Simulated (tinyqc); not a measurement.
# Schottky barrier on an n-type semiconductor with a doping step, non-linear Poisson equation by Newton steps: Capacitance-voltage profiling

One dimension, metal at x = 0, donor density C(x) = N1 for x < x1 and Nd beyond. Energies are counted from the electron Fermi level of the semiconductor and the conduction-band edge is Ec = -psi, so n = Nc exp(psi/Vt); holes follow the Fermi level of the metal, at -V, so p = Nv exp((V - psi - Eg)/Vt). Ends: psi(0) = V - phiB and psi = Vt ln(Nd/Nc) deep inside. Boltzmann statistics, full ionisation, no current, no image force in the Poisson equation.

The Poisson equation d/dx(eps0 eps_r dpsi/dx) = -q (p - n + C) is solved on a mesh of about 1000 nodes or more that ends in neutral material. C_s = q d/dV of the integral of n over x, from the linearised equation. Probed depth w = eps0 eps_r/C_s; apparent doping N_app = C_s^3/(q eps0 eps_r dC_s/dV), the derivative by central differences over +/- 0.02 V.

Parameters, values chosen for the exercise; band and dielectric values close to those of silicon:
```
symbol    value   unit                                  meaning
T           250      K                              temperature
Eg         1.13     eV                                 band gap
eps_r      11.7                           relative permittivity
Nc      2.15e19  cm^-3   conduction-band density of states at T
Nv      2.02e19  cm^-3      valence-band density of states at T
Nd       1.2e18  cm^-3  donor density deep in the semiconductor
phiB       0.67     eV                           barrier height
x1          6.6     nm                 depth of the doping step
N1         6e18  cm^-3             donor density above the step
```

Constants: q = 1.602176634e-19 C, kB = 1.380649e-23 J/K, Vt = kB T/q, eps0 = 8.8541878128e-14 F/cm where lengths are in cm. Results are converted to the units shown.

The same in every row: true C(w) (cm^-3) = 1.20e18.

Result of one run:
```
V (V)  C_s (nF/cm^2)  w (nm)  N_app (cm^-3)  |E_0| (kV/cm)
-5.71            127    81.3        1.20e18         2.00e3
```

What becomes of these results when the bias of the metal against the semiconductor V is changed from -5.71 to -8 V, all else the same?

Result of the changed run:
```
V (V)  C_s (nF/cm^2)  w (nm)  N_app (cm^-3)  |E_0| (kV/cm)
-8               109    95.3        1.20e18         2.26e3
```

The whole series:
```
V (V)  C_s (nF/cm^2)  w (nm)  N_app (cm^-3)  |E_0| (kV/cm)
0                484    21.4        1.20e18            887
-1.14            252    41.1        1.20e18         1.25e3
-2.29            192    54.1        1.20e18         1.49e3
-3.43            161    64.5        1.20e18         1.69e3
-4.57            141    73.4        1.20e18         1.85e3
-5.71            127    81.3        1.20e18         2.00e3
-6.86            117    88.6        1.20e18         2.13e3
-8               109    95.3        1.20e18         2.26e3
```

C_s falls from 484 to 109 nF/cm^2 while the probed depth goes from 21.4 to 95.3 nm. The apparent doping stays near 1.20e18 cm^-3. It departs most from the true doping at that depth for V = 0 V, where it is 0.13 % below it; so the doping is read well over the depths probed. The step lies inside the layer that is depleted at zero bias and is not seen. In every row the field at the metal is high enough for tunnelling or breakdown, which would limit the profiling.

Computed by the program tinyqc: `OMP_NUM_THREADS=1 python tinyqc.py 2020081 2020082 out.jsonl`, one thread of a shared Intel Xeon 2.30GHz, about 0.07 s for the whole run.
